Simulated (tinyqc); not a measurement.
Two-dimensional electron gas with Rashba and Dresselhaus coupling, step by step. Values are carried at full precision from step to step, so a last printed digit may differ when a step is redone from the rounded ones.

H = c k^2/m + al (ky sx - kx sy) + b1 (kx sx - ky sy) + gam kx ky (kx sy - ky sx), s the Pauli matrices, x = [100], c = hbar^2/2m0, b1 = gam (pi/L)^2 (hard walls). H = c k^2/m + B.s, so E = c k^2/m -/+ |B| and the lower state has its spin along -B.

Constants: hbar^2/2m0 = 3.80998211 eV angstrom^2; hbar = 6.58211957e-16 eV s.

Values chosen for the exercise (of the size met in InGaAs; shifted at random, so the results belong to these values and not to a real crystal): m = 0.0388 m0 (mass); al = 0.25 eV angstrom (Rashba constant); gam = 23.8 eV angstrom^3 (bulk Dresselhaus constant); L = 106 angstrom (width of the (001) well); n = 16 1e11/cm^2 (sheet density (one subband filled)); phi = 75 degrees (angle of k from [100]).

## Scales

b1; mean Fermi wave vector k0 = sqrt(2 pi n) (1e11/cm^2 = 1e-5/angstrom^2); E0 = c k0^2/m; b3 = gam k0^2/4; kR = al m/(2c) and ER = al kR/2, the shift and depth of a pure Rashba band.

b1 = 0.02091 eV angstrom
k0 = 0.031707 1/angstrom
E0 = 98.717 meV
b3 = 0.005982 eV angstrom
kR = 0.001273 1/angstrom
ER = 0.1591 meV

The ratio al/(b1 - b3) is 16.75; kR is 4.0 % of k0.

## Spin-orbit field at one point of the Fermi circle

k = k0 (cos phi, sin phi). Form B, the splitting 2|B| and the direction of the lower spin, atan2(-By, -Bx).

Bx, By (meV): [7.6449, -2.6427]

splitting = 16.1776 meV
direction of the lower spin = 160.9 degrees

## The matrix

H = [[E0, Bx - i By], [Bx + i By, E0]] in meV; diagonalise. Precession period h/(2|B|) = 2 pi hbar/(splitting).

H (meV), rows up, down and columns alike:
```
[[98.7168, 7.6449+2.6427i],
 [7.6449-2.6427i, 98.7168]]
```

levels (meV): [90.6280, 106.8056]

period = 0.256 ps

## The two wave vectors at the energy E0 along this direction

Solve c k^2/m -/+ |B(k)| = E0. The spin turns by (k_outer - k_inner) per length, so a half turn takes pi/(difference).

k (1/angstrom): outer 0.033030, inner 0.030432

difference = 0.002598 1/angstrom
length of a half turn = 120.9 nm

For linear terms alone the difference is (m/c)|B|/k, whatever the energy: every electron along this direction turns alike, the basis of the spin transistor. The cubic term makes it depend on density.

## Checks

- Difference of the Fermi wave vectors without Dresselhaus terms against al m/c: both 0.0025459.

Program tinyqc; command `OMP_NUM_THREADS=1 python tinyqc.py 1452106 1452107 out.jsonl`; about 0.01 s on one thread of a shared Intel(R) Xeon(R) Processor @ 2.30GHz.
